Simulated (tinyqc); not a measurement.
Worked calculation: interband optics of a two-band s-p chain from momentum matrix elements. Values are carried at full precision from step to step, so a last printed digit may differ when a step is redone from the rounded ones.

H(k) = [[Es - 2 ts cos ka, 2i V sin ka], [-2i V sin ka, Ep_ + 2 tp cos ka]] in the basis s, p; the lower band is full, with two electrons a cell. The velocity operator times hbar is W = dH/dk (eV angstrom); intra-atomic dipoles are left out.

Constants: hbar^2/2m0 = 3.80998211 eV angstrom^2; e^2/(4 pi eps0) = 14.39964547 eV angstrom.

Inputs chosen for the exercise: a = 4.42 angstrom (period); Es = 2.7 eV (upper orbital (s)); Ep_ = -3.47 eV (lower orbital (p)); ts = 0.62 eV (s-s hopping); tp = 0.59 eV (p-p hopping); V = 0.83 eV (s-p hopping); k = 0.13 2 pi/a (wave vector); N = 8 (k points); Ar = 6.7 angstrom^2 (cross-section per chain); eta = 0.2 eV (Lorentzian half width); E = 8.39 eV (photon energy).

## Hamiltonian and velocity at one k

Form H and W = dH/dk.

H (eV), rows s, p and columns alike:
```
[[1.8512, 1.2101i],
 [-1.2101i, -2.6622]]
```

W (eV angstrom), rows s, p and columns alike:
```
[[3.9953, 5.0227i],
 [-5.0227i, -3.8020]]
```

## Matrix element between the bands

Diagonalise H, transform W, and form w = |W_cv|^2, the Kane-type energy w/c and the oscillator strength f = w/(c D), c = hbar^2/2m0, D = Ec - Ev.

Ev, Ec (eV): [-2.9662, 2.1551]

weights, rows s, p; columns v, c:
```
[[0.0594, 0.9406],
 [0.9406, 0.0594]]
```

slopes dEv/dk, dEc/dk (eV angstrom): [-5.713, 5.906]

w = 6.677 eV^2 angstrom^2
w/c = 1.753 eV
f = 0.342

## Transitions on the mesh

At each k_j = (j + 1/2)/N (2 pi/a) up to the zone edge give D = Ec - Ev, w = |<c|W|v>|^2 and f = w/(c D), c = hbar^2/2m0; the other half of the zone repeats the values.

Transitions:
```
k (2 pi/a)  D (eV)  w (eV^2 angstrom^2)      f
0.0625      4.1343               33.892  2.152
0.1875      6.0751                0.005  0.000
0.3125      7.7306               20.592  0.699
0.4375      8.5013               49.118  1.516
```

D runs from 4.134 to 8.501 eV on the mesh; f is largest at k = 0.0625.

## Dielectric function from the table

With w(k) = |<c|W|v>|^2 and D(k) = Ec - Ev, on the mesh k_j = (j + 1/2)/N (2 pi/a): eps(E) = 1 + (8 pi e2/(a Ar)) mean_j (w/D^2) [1/(D - E - i eta) + 1/(D + E + i eta)], e2 = e^2/(4 pi eps0); light polarised along the chains, no local fields.

Take the mean over the rows. Also eps(0) at eta = 0, and the effective electrons per cell n_eff = 2 mean(f).

eps(E) = 3.200+8.429i
eps(0) = 4.692
n_eff = 2.184

On a mesh of 2000 points the values are 1.005+8.374i, 4.983 and 2.225. n_eff need not equal the 2 electrons of the cell: a two-orbital basis with chosen hoppings does not obey the sum rule of free electrons. E lies within, or within 2 eta of, the range of transitions of the band (3.75 to 8.59 eV); their spacing on this mesh (up to 1.94 eV) exceeds eta, so eps(E) depends on where the few mesh points fall.

## Checks

- Curvature of the lower band against <v|d2H/dk2|v> - 2 w/D (eV angstrom^2): both -5.296.
- Zone mean of 2 w/D against the zone mean of <v|d2H/dk2|v>, the f-sum rule of a full band (eV angstrom^2): both 8.4771.

Program tinyqc; command `OMP_NUM_THREADS=1 python tinyqc.py 1650320 1650321 out.jsonl`; about 0.01 s on one thread of a shared Intel(R) Xeon(R) Processor @ 2.30GHz.
